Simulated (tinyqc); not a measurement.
What moves the results: interband optics of a two-band s-p chain from momentum matrix elements. A value that a table varies takes the place of the one given here.

H(k) = [[Es - 2 ts cos ka, 2i V sin ka], [-2i V sin ka, Ep_ + 2 tp cos ka]] in the basis s, p; the lower band is full, with two electrons a cell. The velocity operator times hbar is W = dH/dk (eV angstrom); intra-atomic dipoles are left out.

With w(k) = |<c|W|v>|^2 and D(k) = Ec - Ev, on the mesh k_j = (j + 1/2)/N (2 pi/a): eps(E) = 1 + (8 pi e2/(a Ar)) mean_j (w/D^2) [1/(D - E - i eta) + 1/(D + E + i eta)], e2 = e^2/(4 pi eps0); light polarised along the chains, no local fields.

Constants: e^2/(4 pi eps0) = 14.39964547 eV angstrom; hbar^2/2m0 = 3.80998211 eV angstrom^2.

Parameters, chosen for this exercise:
- a = 3.14 angstrom (period)
- Es = 1.8 eV (upper orbital (s))
- Ep_ = -3.67 eV (lower orbital (p))
- ts = 0.57 eV (s-s hopping)
- tp = 0.47 eV (p-p hopping)
- V = 1.67 eV (s-p hopping)
- Ar = 13.8 angstrom^2 (cross-section per chain)
- eta = 0.15 eV (Lorentzian half width)
- E = 5.89 eV (photon energy)

## Joint density of states against eps2

Mesh of 2000 points. J(E) = mean of (eta/pi)/((E - D)^2 + eta^2). The fourth column is J times the constant (8 pi^2 e2/(a Ar)) mean(w/D^2). R = |(sqrt(eps) - 1)/(sqrt(eps) + 1)|^2.

Spectrum:

| E (eV) | J (1/eV) | eps2 | eps2 with constant element | eps1 | R |
|---|---|---|---|---|---|
| 2.79 | 0.011 | 1.698 | 0.397 | 12.071 | 0.309 |
| 3.39 | 0.110 | 23.628 | 4.055 | 16.798 | 0.516 |
| 4.00 | 0.086 | 10.250 | 3.167 | -5.037 | 0.553 |
| 4.60 | 0.072 | 4.321 | 2.665 | -3.461 | 0.525 |
| 5.20 | 0.069 | 2.109 | 2.557 | -1.726 | 0.450 |
| 5.80 | 0.072 | 1.136 | 2.632 | -0.242 | 0.229 |
| 6.41 | 0.079 | 0.755 | 2.910 | 1.300 | 0.028 |
| 7.01 | 0.102 | 1.121 | 3.752 | 3.728 | 0.112 |
| 7.61 | 0.347 | 11.390 | 12.759 | 3.754 | 0.397 |
| 8.21 | 0.331 | 5.533 | 12.182 | -3.013 | 0.480 |
| 8.82 | 0.409 | 3.364 | 15.066 | -4.666 | 0.642 |
| 9.42 | 0.036 | 0.421 | 1.308 | -2.523 | 0.862 |

How do the results move?

Transitions span 3.390 to 8.818 eV. Among the energies listed J peaks at 8.82 eV and eps2 at 3.39 eV. The ratio of eps2 to the constant-element value is 3.24 at 4.00 eV and 0.45 at 8.21 eV: w/D^2 is 9.571 angstrom^2 at the zone centre and 1.930 at the edge.

## Mesh against broadening

eps2 at E for three widths, and eps(0) at eta = 0; the last row is the mesh of 2000 points.

Convergence:

| N | eta = 0.03 eV | eta = 0.1 eV | eta = 0.3 eV | eps(0) |
|---|---|---|---|---|
| 4 | 0.347 | 1.056 | 1.820 | 2.1025 |
| 8 | 0.098 | 0.324 | 0.944 | 4.4896 |
| 16 | 0.139 | 0.457 | 1.242 | 6.0407 |
| 32 | 0.382 | 1.016 | 1.524 | 6.1477 |
| 64 | 0.552 | 0.995 | 1.391 | 6.1479 |
| 128 | 0.771 | 0.971 | 1.389 | 6.1479 |
| 2000 | 0.751 | 0.926 | 1.389 | 6.1479 |

What does this show, and why?

The first N from which eps2 stays within 2 % of the last row is above 128 for eta = 0.03, above 128 for 0.1 and 64 for 0.3 eV; for eps(0) and 0.1 % it is 32. E lies inside the range of transitions, so as a rule the spacing of D between mesh points must fall below eta (less so where the weight w is small at E).

## Static constant against the gap

Es takes the values listed; mesh of 400 points; the Penn-type estimate is 1 + 8 pi c e2 n_eff/(a Ar Dm^2) with Dm the f-weighted mean of D, f = w/(c D), n_eff = 2 mean(f), c = hbar^2/2m0.

Results:

| Es (eV) | smallest D (eV) | Dm (eV) | n_eff | eps(0) | estimate |
|---|---|---|---|---|---|
| 1.50 | 3.091 | 5.675 | 3.938 | 7.201 | 4.891 |
| 1.80 | 3.390 | 5.968 | 3.821 | 6.148 | 4.413 |
| 2.30 | 3.890 | 6.455 | 3.636 | 4.894 | 3.777 |
| 2.80 | 4.390 | 6.941 | 3.464 | 4.036 | 3.288 |
| 3.80 | 5.390 | 7.912 | 3.156 | 2.971 | 2.604 |
| 4.80 | 6.390 | 8.883 | 2.889 | 2.362 | 2.165 |
| 6.80 | 8.390 | 10.831 | 2.457 | 1.736 | 1.666 |

What can be read from the table?

eps(0) - 1 falls from 6.201 to 0.736, as Dm^-3.30; a fixed n_eff would give the power -2, and n_eff goes from 3.938 to 2.457. The single-gap estimate is low by 37.3 % of eps(0) - 1 in the first row and 9.4 % in the last, since 1/D^2 favours the smallest separations. n_eff need not equal the 2 electrons of the cell: a two-orbital basis with chosen hoppings does not obey the free-electron sum rule.

## What moves the optical response

Mesh of 400 points; n_eff = 2 mean(w/(c D)), c = hbar^2/2m0. Each row changes one parameter from the base and keeps the others.

Results:

| case | smallest D (eV) | largest D (eV) | n_eff | eps(0) |
|---|---|---|---|---|
| base | 3.390 | 8.818 | 3.821 | 6.148 |
| a = 3.297 angstrom | 3.390 | 8.818 | 4.213 | 6.405 |
| Es = 2.1 eV | 3.690 | 9.027 | 3.709 | 5.336 |
| ts = 0.684 eV | 3.163 | 8.866 | 3.856 | 6.755 |
| V = 1.837 eV | 3.391 | 9.302 | 4.386 | 6.816 |
| Ar = 15.18 angstrom^2 | 3.390 | 8.818 | 3.821 | 5.680 |

What does this show?

The largest shifts from the base row, up to three for each result and ties (the steps differ in size, so this ranks the rows, not the parameters). smallest D (eV): Es +0.300, ts -0.228, V +0.000; unchanged at the printed digits by a and Ar. largest D (eV): V +0.484, Es +0.209, ts +0.048; unchanged at the printed digits by a and Ar. n_eff: V +0.565, a +0.392, Es -0.112; unchanged at the printed digits by Ar. eps(0): Es -0.812, V +0.668, ts +0.607.

Run: tinyqc, `OMP_NUM_THREADS=1 python tinyqc.py 1680702 1680703 out.jsonl`; Intel(R) Xeon(R) Processor @ 2.30GHz, one thread, shared host; about 0.01 s of CPU time with all checks.
